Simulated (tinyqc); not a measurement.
## Bandgap voltage reference from two bipolar transistors: effect of the offset of the amplifier

Two transistors of area 1 and N carry the same current I. Is(T) = Is (T/T0)^eta exp[(Vg0 q/kB)(1/T0 - 1/T)], VBE1 = Vt ln(I/Is(T)) + I rb, VBE2 = Vt ln(I/(N Is(T))) + I rb/N. The amplifier forces I R1(T) = VBE1 - VBE2 + Vos, with R(T) = R (1 + tc (T - T0)) for both resistors, and the output is Vref = VBE1 + I R2(T). Base currents and the Early effect are neglected.

Vt = kB T/q; I = (Vt ln N + Vos)/(R1(T) - rb (1 - 1/N)). Box coefficient: span of Vref between 233 and 398 K over its average over T and over 165 K. The last column is the R2 that gives zero slope at T0.

Values chosen for this exercise; values of the order met in silicon bipolar transistors: reference temperature T0 = 300 K; band-gap voltage extrapolated to 0 K Vg0 = 1.189 V; temperature exponent of the saturation current eta = 4; saturation current of the unit transistor at T0 Is = 2.7e-16 A; area ratio of the second transistor N = 8; resistor across which the difference of VBE falls, at T0 R1 = 2.6 kohm; temperature coefficient of both resistors tc = -200 ppm/K; series resistance of the unit transistor rb = 28 ohm; output resistor at T0 R2 = 30.1 kohm.

Constants: q = 1.602176634e-19 C, kB = 1.380649e-23 J/K. Results are converted to the units shown.

Result of one run:

| Vos (mV) | I at T0 (uA) | Vref at T0 (V) | slope at T0 (uV/K) | box coefficient (ppm/K) | R2 for zero slope (kohm) |
|---|---|---|---|---|---|
| -1 | 20.48 | 1.265 | 41.30 | 28.15 | 29.51 |

What becomes of these results when the offset of the amplifier Vos is changed from -1 to 3 mV, all else the same?

Result of the changed run:

| Vos (mV) | I at T0 (uA) | Vref at T0 (V) | slope at T0 (uV/K) | box coefficient (ppm/K) | R2 for zero slope (kohm) |
|---|---|---|---|---|---|
| 3 | 22.04 | 1.313 | 41.51 | 27.23 | 29.50 |

The whole series:

| Vos (mV) | I at T0 (uA) | Vref at T0 (V) | slope at T0 (uV/K) | box coefficient (ppm/K) | R2 for zero slope (kohm) |
|---|---|---|---|---|---|
| -5 | 18.93 | 1.216 | 41.62 | 29.50 | 29.50 |
| -3 | 19.71 | 1.240 | 41.39 | 28.76 | 29.51 |
| -1 | 20.48 | 1.265 | 41.30 | 28.15 | 29.51 |
| 0 | 20.87 | 1.277 | 41.31 | 27.89 | 29.51 |
| 1 | 21.26 | 1.289 | 41.35 | 27.65 | 29.51 |
| 3 | 22.04 | 1.313 | 41.51 | 27.23 | 29.50 |
| 5 | 22.81 | 1.338 | 41.77 | 26.89 | 29.50 |

As Vos goes from -5 to 5, Vref rises from 1.216 to 1.338 V and the box coefficient falls from 29.5 to 26.9 ppm/K. Each mV of offset moves Vref by 12.2 mV, about R2/R1 = 11.6 plus the change of VBE1 with the current.

Program tinyqc, `OMP_NUM_THREADS=1 python tinyqc.py 2062195 2062196 out.jsonl`; Intel Xeon 2.30GHz, shared host, one thread, about 0.02 s.
